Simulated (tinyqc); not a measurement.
One-electron ion in a basis of Gaussians, step by step. One step of it, computed by the program tinyqc.

Task: Matrices over normalised Gaussians. With p = a_i + a_j and I(k) = Gamma((k+1)/2) / (2 p^((k+1)/2)): S = I(2l+2), T = (2l+3) a_i a_j S / p, V = -Z I(2l+1), each divided by sqrt(S_ii S_jj).

exponents of r^l exp(-a r^2) (1/bohr^2): 1.005000  1.490000  2.209000

Z = 4

l = 0

Give: S; T; V.

Result:

S, lower triangle:
```
,1,2,3
1,1.0000
2,0.9715,1.0000
3,0.8928,0.9715,1.0000
```

T (hartree), lower triangle:
```
,1,2,3
1,1.5075
2,1.7493,2.2350
3,1.8501,2.5934,3.3135
```

V (hartree), lower triangle:
```
,1,2,3
1,-6.3990
2,-6.9263,-7.7915
3,-7.2241,-8.4336,-9.4870
```
